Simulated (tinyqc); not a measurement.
Inside a calculation. Model: Heisenberg spin cluster by exact diagonalisation: multiplets, susceptibility, level crossings. Computed by tinyqc, a small Python program that keeps every step. Command: `OMP_NUM_THREADS=1 python tinyqc.py 3010260 3010261 out.jsonl spincl walk`. One thread of a shared host (Intel(R) Xeon(R) Processor @ 2.30GHz), about 0.01 s of CPU time with the checks. Intermediate numbers are printed to about 5 digits and carried at full precision; extremes and crossings named in words are read from the listed rows.

H = J1 sum S_i.S_j over the bonds 1-2 - g mu_B B S_z; J > 0 is antiferromagnetic.

Inputs (values chosen for the exercise, for a model cluster):
```
quantity,value,unit
exchange J1,6.66,meV
g factor,2.07,-
temperature T,15,K
field B,2.6,T
```

Cluster: dimer. Spin s of each site: 2.5.

Constants: k_B = 8.617333262e-05 eV/K; mu_B = 5.7883818060e-05 eV/T.

## The block with S_z = 0

Basis: products of m values. S_i.S_j = m_i m_j on the diagonal and (1/2) sqrt[s(s+1) - m_i(m_i+1)] sqrt[s(s+1) - m_j(m_j-1)], s the spin of a site, between states that differ by one flip up and one down.

H at B = 0 (meV), lower triangle (symmetric):
```
,+2.5 -2.5,+1.5 -1.5,+0.5 -0.5,-0.5 +0.5,-1.5 +1.5,-2.5 +2.5
+2.5 -2.5,-41.625
+1.5 -1.5,16.650,-14.985
+0.5 -0.5,0.000,26.640,-1.665
-0.5 +0.5,0.000,0.000,29.970,-1.665
-1.5 +1.5,0.000,0.000,0.000,26.640,-14.985
-2.5 +2.5,0.000,0.000,0.000,0.000,16.650,-41.625
```

## Multiplets

Every multiplet has one member in the block S_z = 0; diagonalise it and read the total spin from <S^2> = S (S + 1).

Levels at B = 0:
```
E (meV),total S,number of multiplets
-58.275,0,1
-51.615,1,1
-38.295,2,1
-18.315,3,1
8.325,4,1
41.625,5,1
```

ground energy = -58.275 meV

gap to the next level = 6.66 meV

The ground state has S = 0; the next level has S = 1. The highest spin, S = 5, lies at 41.62 meV, s^2 times the sum of all J, s the spin of a site.

## Thermal averages at zero field

Z = sum k (2S + 1) exp(-E/(k_B T)) over the table, k the number of multiplets; <S^2> likewise with the factor S (S + 1); chi T = N_A g^2 mu_B^2 <S^2>/(3 k_B) = 0.125049 g^2 <S^2> cm^3 K/mol (cgs, per mole of clusters); C = (<E^2> - <E>^2)/(k_B T)^2; entropy = ln Z + <E>/(k_B T).

<S^2> = 0.034126

chi T = 0.018286 cm^3 K/mol

heat capacity = 0.44540 k_B

entropy = 0.10512 k_B

Free spins would give <S^2> = 17.5 and the entropy 3.584 k_B; chi T is 0 % of the free value.

## Magnetisation in the field

Each multiplet splits as E - g mu_B B m; <S_z> is the Boltzmann mean. The first level crossing is at the smallest (E_S - E_0)/(g mu_B (S - S_0)) over higher spins (0 if the ground state has the highest spin).

<S_z> = 0.0027673

first crossing field = 55.584 T

Linear response would give g mu_B B <S^2>/(3 k_B T) = 0.00274.

## Susceptibility against the Curie-Weiss form

High-temperature form: chi T = C0/(1 - theta/T), C0 = 0.125049 g^2 n s (s + 1), k_B theta = -(2/3) s (s + 1) (sum of J over bonds)/n, n = 2; a dash where T <= 1.05 theta.

theta = -225.42 K

Against temperature:
```
T (K),chi T (cm^3 K/mol),Curie-Weiss,chi (cm^3/mol),C (k_B)
7.7,1.4062e-04,0.3097,1.8262e-05,0.0132
15.0,1.8286e-02,0.5850,1.2190e-03,0.4454
27.0,1.5923e-01,1.0030,5.8973e-03,1.0757
46.0,4.4293e-01,1.5892,9.6289e-03,1.0445
77.0,8.8153e-01,2.3875,1.1448e-02,1.0091
120.0,1.4808e+00,3.2576,1.2340e-02,1.0022
190.0,2.4427e+00,4.2887,1.2856e-02,0.9699
310.0,3.9105e+00,5.4291,1.2614e-02,0.7739
620.0,6.1415e+00,6.8767,9.9057e-03,0.3289
1200.0,7.6280e+00,7.8940,6.3567e-03,0.1020
```

The Curie-Weiss form is within 3 % in the last 0 rows. chi passes a maximum, at 190 K among these rows, the mark of a singlet ground state; among these rows C is largest at 27 K, and the gap is 77.3 K.

Checks made by the program: the trace of H and the count of states (relative difference below 1e-10).
